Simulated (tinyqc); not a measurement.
Inside a calculation: phonon-assisted absorption at an indirect gap. Values are carried at full precision from step to step, so a last printed digit may differ when a step is redone from the rounded ones.

alpha(E) = sum_j A_j [N_j (E - Eg + w_j)^2 + (N_j + 1)(E - Eg - w_j)^2], each bracket counted only where its base is positive; N_j = 1/(exp(w_j/kB T) - 1). The first term absorbs a phonon and the second emits one; excitons and direct transitions are left out.

Constants: kB = 8.617333262e-05 eV/K.

Inputs chosen for the exercise (loosely those of AlAs at room temperature; Eg is not tied to T; the results hold for these values, not for the real material):
- Eg = 2.148 eV (indirect gap, held fixed unless listed)
- w = (44.6, 12.3) meV (two zone-edge phonons)
- A = (5100, 890) 1/(cm eV^2) (their strengths)
- T = 77 K
- E = 2.42 eV (photon energy)
- nr = 3.11 (refractive index)
- d = 1.1 micrometre (thickness)
- xj = 0.072 micrometre (dead layer at the surface)
- W = 3.3 micrometre (depleted width)
- L = 9.8 micrometre (minority diffusion length below it)

## The four branches at one energy

Evaluate the occupations and each term.

N_j: 0.001206  0.1858

terms with phonon absorption (1/cm): 0.6166  13.36

terms with phonon emission (1/cm): 264.0  71.18

alpha = 349.2 1/cm
wavelength hc/E (hc = 1239.841984 eV nm) = 512.3 nm

Phonon absorption supplies 4.0 % of alpha; the depth 1/alpha is 28.6 micrometre.

## What a slab does with it

Slab of thickness d in air, incoherent passes: R = ((nr - 1)/(nr + 1))^2, x = exp(-alpha d); transmitted Tr = (1 - R)^2 x/(1 - R^2 x^2), reflected Rt = R + (1 - R)^2 R x^2/(1 - R^2 x^2), absorbed Ab = (1 - R)(1 - x)/(1 - R x).

d in cm is 1e-4 times the value in micrometres.

R = 0.2636
x = 0.9623
Tr = 0.5578
Rt = 0.4050
Ab = 0.0372

A single pass would absorb (1 - R)(1 - x) = 0.0278; the back face adds 0.0094.

## Quantum efficiency of a diode

Photodiode (Gaertner form with a dead layer): QE = (1 - R) exp(-alpha xj) [1 - exp(-alpha W)/(1 + alpha L)], R = ((nr - 1)/(nr + 1))^2; responsivity = QE/E in A/W for E in eV.

Evaluate the factors; 1 micrometre = 1e-4 cm.

passes the dead layer = 0.9975
collected share = 0.3361
QE = 0.2469
responsivity = 0.1020 A/W

Without diffusion from below the collected share would be 0.1088.

## Checks

- Tr + Rt + Ab against 1: both 1.000000.

Computed by tinyqc, a small Python program: `OMP_NUM_THREADS=1 python tinyqc.py 1680606 1680607 out.jsonl` (the numbers bound the seed that draws the inputs); one thread of a shared host (Intel(R) Xeon(R) Processor @ 2.30GHz), about 0.01 s for the whole set of steps.
